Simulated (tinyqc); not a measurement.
Worked calculation: lattice vibrations of a chain. One step of it, computed by the program tinyqc.

Question. Frequencies. omega^2 are the eigenvalues; wavenumber = 521.4708 sqrt(eigenvalue) 1/cm.

D(q) (eV/(angstrom^2 u)):
```
                     1                    2                    3
1             1.081553  -0.475645+0.006872i   1.276205+0.176649i
2  -0.475645-0.006872i             0.817204  -0.001133+0.018008i
3   1.276205-0.176649i  -0.001133-0.018008i             4.653333
```

Give: eigenvalues; wavenumbers; weights |e|^2 of the mass-weighted modes.

Answer.

eigenvalues: 0.280  1.198  5.075

wavenumbers (1/cm): 275.9  570.7  1174.7

weights |e|^2 of the mass-weighted modes:
```
        mode 1  mode 2  mode 3
atom 1   0.534   0.370   0.096
atom 2   0.420   0.579   0.001
atom 3   0.046   0.051   0.902
```
